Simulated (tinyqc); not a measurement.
Capacitance measurement on a leaky thin oxide: effects of series resistance and leakage: one step of the calculation.

The device is a capacitance C in parallel with a leakage conductance G, in series with Rs and Ls. An impedance meter reports either a parallel pair (Cp, Gp) from Y = 1/Z = Gp + i w Cp or a series pair (Cs, Rm) from Z = Rm + 1/(i w Cs); w = 2 pi f, dissipation D = Gp/(w |Cp|).

Question. True capacitance and conductance. EOT = 3.9 tox/eox; CET = EOT + zc + zp; C = 3.9 eps0 A/CET; G = Jg A/Vs.

Inputs (values chosen for the exercise); values of the order met in thin-oxide MOS capacitors:
```
symbol  value    unit                                                                 meaning
eox       3.9          relative permittivity of the gate insulator (close to silicon dioxide)
tox       1.7      nm                                                     insulator thickness
A         100    um^2                                                               gate area
zc       0.44      nm              oxide-equivalent thickness added by the accumulation layer
zp          0      nm                      oxide-equivalent thickness added by gate depletion
Jg         29  A/cm^2              gate leakage current density, not matched to the thickness
Vs       0.37       V                               voltage for an e-fold rise of the leakage
```

Constants: eps0 = 8.8541878128e-14 F/cm where lengths are in cm. Results are converted to the units shown.

Wanted: EOT; CET; C; G.

Answer.

EOT = 1.700 nm
CET = 2.140 nm
C = 1.614 pF
G = 78.38 uS

Numbers from tinyqc (`OMP_NUM_THREADS=1 python tinyqc.py 2022031 2022032 out.jsonl`; about 0.01 s on one thread of a shared Intel Xeon 2.30GHz).
